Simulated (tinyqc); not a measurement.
Worked calculation: MP2 on RHF in the 6-31g basis, for H3+, spin multiplicity 1. One step of it, computed by the program tinyqc.

Task: Integrals over molecular orbitals. (pq|rs) = sum C_ip C_jq C_kr C_ls (ij|kl), one index at a time.

coefficients C, order 1H 1s, 1H 2s, 2H 1s, 2H 2s, 3H 1s, 3H 2s:
$$\begin{pmatrix}
0.381432 & 0.000000 & 0.284497 & -0.663671 & 0.000000 & -1.231050 \\
0.402451 & 0.000000 & 2.832951 & 2.057271 & 0.000000 & 2.511415 \\
0.235102 & 0.321271 & -0.011684 & -0.635568 & -0.894597 & 0.723799 \\
0.022132 & 0.615071 & -1.904287 & -0.382468 & 1.098619 & -1.431496 \\
0.235102 & -0.321271 & -0.011684 & -0.635568 & 0.894597 & 0.723799 \\
0.022132 & -0.615071 & -1.904287 & -0.382468 & -1.098619 & -1.431496
\end{pmatrix}$$

core Hamiltonian H = T + V (hartree), order 1H 1s, 1H 2s, 2H 1s, 2H 2s, 3H 1s, 3H 2s:
$$\begin{pmatrix}
-1.512479 & -1.281530 & -0.825915 & -0.955107 & -0.825915 & -0.955107 \\
-1.281530 & -1.405521 & -0.870710 & -1.134991 & -0.870710 & -1.134991 \\
-0.825915 & -0.870710 & -1.201131 & -1.090138 & -0.107155 & -0.381165 \\
-0.955107 & -1.134991 & -1.090138 & -1.214847 & -0.381165 & -0.685232 \\
-0.825915 & -0.870710 & -0.107155 & -0.381165 & -1.201131 & -1.090138 \\
-0.955107 & -1.134991 & -0.381165 & -0.685232 & -1.090138 & -1.214847
\end{pmatrix}$$

Two-electron integrals (ij|kl) in chemists' order, unique and non-zero (hartree):
```
(11|11) 1.076566   (21|11) 0.578470   (21|21) 0.329423   (22|11) 0.587396
(22|21) 0.361304   (22|22) 0.453150   (31|11) 0.321800   (31|21) 0.184702
(31|22) 0.204071   (31|31) 0.131907   (32|11) 0.304765   (32|21) 0.186584
(32|22) 0.229070   (32|31) 0.140791   (32|32) 0.169613   (33|11) 0.603727
(33|21) 0.378143   (33|22) 0.477556   (33|31) 0.321800   (33|32) 0.408551
(33|33) 1.076566   (41|11) 0.408551   (41|21) 0.233677   (41|22) 0.258068
(41|31) 0.140791   (41|32) 0.145585   (41|33) 0.304765   (41|41) 0.169613
(42|11) 0.454198   (42|21) 0.281295   (42|22) 0.358278   (42|31) 0.175843
(42|32) 0.208049   (42|33) 0.454198   (42|41) 0.208049   (42|42) 0.302700
(43|11) 0.378143   (43|21) 0.236041   (43|22) 0.300896   (43|31) 0.184702
(43|32) 0.233677   (43|33) 0.578470   (43|41) 0.186584   (43|42) 0.281295
(43|43) 0.329423   (44|11) 0.477556   (44|21) 0.300896   (44|22) 0.398925
(44|31) 0.204071   (44|32) 0.258068   (44|33) 0.587396   (44|41) 0.229070
(44|42) 0.358278   (44|43) 0.361304   (44|44) 0.453150   (51|11) 0.321800
(51|21) 0.184702   (51|22) 0.204071   (51|31) 0.084305   (51|32) 0.082635
(51|33) 0.157593   (51|41) 0.122331   (51|42) 0.144197   (51|43) 0.102503
(51|44) 0.143915   (51|51) 0.131907   (52|11) 0.304765   (52|21) 0.186584
(52|22) 0.229070   (52|31) 0.082635   (52|32) 0.085535   (52|33) 0.164659
(52|41) 0.122247   (52|42) 0.157452   (52|43) 0.107771   (52|44) 0.156889
(52|51) 0.140791   (52|52) 0.169613   (53|11) 0.027427   (53|21) 0.015319
(53|22) 0.016214   (53|31) 0.008611   (53|32) 0.008459   (53|33) 0.017082
(53|41) 0.010851   (53|42) 0.012583   (53|43) 0.010605   (53|44) 0.013346
(53|51) 0.008611   (53|52) 0.008459   (53|53) 0.000720   (54|11) 0.126089
(54|21) 0.075668   (54|22) 0.089659   (54|31) 0.034744   (54|32) 0.035485
(54|33) 0.068471   (54|41) 0.050231   (54|42) 0.063067   (54|43) 0.044556
(54|44) 0.063425   (54|51) 0.054111   (54|52) 0.062102   (54|53) 0.003459
(54|54) 0.023307   (55|11) 0.603727   (55|21) 0.378143   (55|22) 0.477556
(55|31) 0.157593   (55|32) 0.164659   (55|33) 0.316066   (55|41) 0.241717
(55|42) 0.316489   (55|43) 0.207873   (55|44) 0.309708   (55|51) 0.321800
(55|52) 0.408551   (55|53) 0.017082   (55|54) 0.144361   (55|55) 1.076566
(61|11) 0.408551   (61|21) 0.233677   (61|22) 0.258068   (61|31) 0.122331
(61|32) 0.122247   (61|33) 0.241717   (61|41) 0.162141   (61|42) 0.194377
(61|43) 0.153441   (61|44) 0.202950   (61|51) 0.140791   (61|52) 0.145585
(61|53) 0.010851   (61|54) 0.057987   (61|55) 0.304765   (61|61) 0.169613
(62|11) 0.454198   (62|21) 0.281295   (62|22) 0.358278   (62|31) 0.144197
(62|32) 0.157452   (62|33) 0.316489   (62|41) 0.194377   (62|42) 0.266478
(62|43) 0.203334   (62|44) 0.283225   (62|51) 0.175843   (62|52) 0.208049
(62|53) 0.012583   (62|54) 0.078763   (62|55) 0.454198   (62|61) 0.208049
(62|62) 0.302700   (63|11) 0.126089   (63|21) 0.075668   (63|22) 0.089659
(63|31) 0.054111   (63|32) 0.062102   (63|33) 0.144361   (63|41) 0.057987
(63|42) 0.078763   (63|43) 0.083617   (63|44) 0.094229   (63|51) 0.034744
(63|52) 0.035485   (63|53) 0.003459   (63|54) 0.014728   (63|55) 0.068471
(63|61) 0.050231   (63|62) 0.063067   (63|63) 0.023307   (64|11) 0.262103
(64|21) 0.161218   (64|22) 0.202201   (64|31) 0.091059   (64|32) 0.102213
(64|33) 0.213091   (64|41) 0.115153   (64|42) 0.159868   (64|43) 0.134263
(64|44) 0.178005   (64|51) 0.091059   (64|52) 0.102213   (64|53) 0.007235
(64|54) 0.040007   (64|55) 0.213091   (64|61) 0.115153   (64|62) 0.159868
(64|63) 0.040007   (64|64) 0.090224   (65|11) 0.378143   (65|21) 0.236041
(65|22) 0.300896   (65|31) 0.102503   (65|32) 0.107771   (65|33) 0.207873
(65|41) 0.153441   (65|42) 0.203334   (65|43) 0.136479   (65|44) 0.201835
(65|51) 0.184702   (65|52) 0.233677   (65|53) 0.010605   (65|54) 0.083617
(65|55) 0.578470   (65|61) 0.186584   (65|62) 0.281295   (65|63) 0.044556
(65|64) 0.134263   (65|65) 0.329423   (66|11) 0.477556   (66|21) 0.300896
(66|22) 0.398925   (66|31) 0.143915   (66|32) 0.156889   (66|33) 0.309708
(66|41) 0.202950   (66|42) 0.283225   (66|43) 0.201835   (66|44) 0.293230
(66|51) 0.204071   (66|52) 0.258068   (66|53) 0.013346   (66|54) 0.094229
(66|55) 0.587396   (66|61) 0.229070   (66|62) 0.358278   (66|63) 0.063425
(66|64) 0.178005   (66|65) 0.361304   (66|66) 0.453150
```

Give: one-electron integrals over orbitals h = C^T H C; Two-electron integrals over orbitals.

Result:

one-electron integrals over orbitals h = C^T H C (hartree):
$$\begin{pmatrix}
-1.7167 & 0.0000 & -0.0946 & 0.0991 & 0.0000 & 0.0785 \\
0.0000 & -1.1869 & 0.0000 & 0.0000 & 0.1928 & 0.0000 \\
-0.0946 & 0.0000 & -0.6922 & 0.0010 & 0.0000 & 0.2311 \\
0.0991 & 0.0000 & 0.0010 & -0.3959 & 0.0000 & -0.0166 \\
0.0000 & 0.1928 & 0.0000 & 0.0000 & -0.2423 & 0.0000 \\
0.0785 & 0.0000 & 0.2311 & -0.0166 & 0.0000 & -0.0914
\end{pmatrix}$$

Two-electron integrals over orbitals (pq|rs), unique and non-zero (hartree):
```
(11|11) 0.6337    (21|21) 0.1213    (22|11) 0.4773    (22|22) 0.4597
(31|11) 0.0946    (31|22) 0.0109    (31|31) 0.0506    (32|21) -0.0709
(32|32) 0.0799    (33|11) 0.3789    (33|22) 0.3596    (33|31) 0.0119
(33|33) 0.3377    (41|11) -0.0991   (41|22) -0.0724   (41|31) -0.0176
(41|33) -0.0394   (41|41) 0.0591    (42|21) -0.0566   (42|32) 0.0267
(42|42) 0.0437    (43|11) -0.0093   (43|22) 0.0117    (43|31) -0.0126
(43|33) 0.0011    (43|41) 0.0058    (43|43) 0.0097    (44|11) 0.4810
(44|22) 0.4041    (44|31) 0.0465    (44|33) 0.3226    (44|41) -0.0488
(44|43) 0.0043    (44|44) 0.4219    (51|21) -0.0737   (51|32) 0.0249
(51|42) 0.0493    (51|51) 0.0625    (52|11) -0.1332   (52|22) -0.1095
(52|31) -0.0155   (52|33) -0.0363   (52|41) 0.0566    (52|43) -0.0069
(52|44) -0.0921   (52|52) 0.0893    (53|21) -0.0262   (53|32) 0.0423
(53|42) -0.0011   (53|51) -0.0017   (53|53) 0.0406    (54|21) 0.0964
(54|32) -0.0532   (54|42) -0.0516   (54|51) -0.0656   (54|53) -0.0159
(54|54) 0.0877    (55|11) 0.4503    (55|22) 0.4337    (55|31) 0.0114
(55|33) 0.3380    (55|41) -0.0771   (55|43) 0.0096    (55|44) 0.3899
(55|52) -0.1140   (55|55) 0.4318    (61|11) -0.0785   (61|22) 0.0261
(61|31) -0.0632   (61|33) -0.0179   (61|41) 0.0146    (61|43) 0.0259
(61|44) -0.0171   (61|52) -0.0207   (61|55) 0.0315    (61|61) 0.1145
(62|21) 0.0793    (62|32) -0.0388   (62|42) -0.0495   (62|51) -0.0595
(62|53) 0.0032    (62|54) 0.0714    (62|62) 0.0716    (63|11) -0.1472
(63|22) -0.0733   (63|31) -0.0451   (63|33) -0.0395   (63|41) 0.0429
(63|43) 0.0086    (63|44) -0.0867   (63|52) 0.0502    (63|55) -0.0641
(63|61) 0.0489    (63|63) 0.0695    (64|11) 0.0156    (64|22) -0.0470
(64|31) 0.0371    (64|33) -0.0054   (64|41) 0.0121    (64|43) -0.0177
(64|44) -0.0049   (64|52) 0.0373    (64|55) -0.0553   (64|61) -0.0755
(64|63) -0.0188   (64|64) 0.0632    (65|21) -0.1032   (65|32) 0.0712
(65|42) 0.0605    (65|51) 0.0694    (65|53) 0.0242    (65|54) -0.0935
(65|62) -0.0788   (65|65) 0.1131    (66|11) 0.6181    (66|22) 0.4734
(66|31) 0.0895    (66|33) 0.3854    (66|41) -0.1245   (66|43) -0.0147
(66|44) 0.4677    (66|52) -0.1390   (66|55) 0.4581    (66|61) -0.0902
(66|63) -0.1549   (66|64) 0.0157    (66|66) 0.6534
```
